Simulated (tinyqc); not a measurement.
Strained L valleys, repopulation and conductivity mass: effect of the temperature.

A cubic crystal with four conduction valleys along the <111> axes under uniaxial stress X along [110] (X > 0 is tension); current along [110]. Non-degenerate electrons, fixed total density, one relaxation time for all valleys and stresses, masses unchanged by strain, so the mobility goes as the mean inverse mass.

Stress s_ij = X a_i a_j with a the unit vector along [110]; strain e_ii = s11 s_ii + s12 (s_jj + s_kk), e_ij = s44 s_ij/2. Valley shift dE = Xu (n.e.n - trace(e)/3) with n the valley axis; share f proportional to exp(-dE/Vt). Inverse mass along the current d = [110]: (n.d)^2/ml + (1 - (n.d)^2)/mt; mu/mu0 = sum f (1/m) over the plain mean of 1/m. pi is the small-stress slope -d(mu/mu0)/dX; each row is against the unstrained crystal at the same T.

Parameters, values chosen for the exercise; values close to those of germanium:
- s11 = 9.79 1/TPa (compliance)
- s12 = -2.62 1/TPa (compliance)
- s44 = 14.5 1/TPa (compliance)
- Xu = 16.2 eV (shear deformation potential)
- ml = 1.64 m0 (longitudinal mass)
- mt = 0.0812 m0 (transverse mass)
- X = 110 MPa (uniaxial stress (tension positive))

Constants: q = 1.602176634e-19 C, kB = 1.380649e-23 J/K, Vt = kB T/q. Results are converted to the units shown.

Result of one run:
```
splitting/Vt,mu/mu0,pi (1e-11 1/Pa)
1.298,1.265,-273.6
```

Which temperature T gave this result: 77, 120, 180, 380 or 460 K?

T = 77 K.

The whole series:
```
T (K),splitting/Vt,mu/mu0,pi (1e-11 1/Pa)
77,1.298,1.265,-273.6
120,0.8329,1.183,-175.6
180,0.5553,1.126,-117.1
240,0.4165,1.095,-87.79
300,0.3332,1.077,-70.23
380,0.2630,1.061,-55.45
460,0.2173,1.050,-45.80
```

The ratio mu/mu0 falls from 1.26 to 1.05, and pi goes as 1/T, from -274 to -45.8.

Program tinyqc, `OMP_NUM_THREADS=1 python tinyqc.py 2530174 2530175 out.jsonl`; Intel Xeon 2.30GHz, shared host, one thread, about 0.01 s.
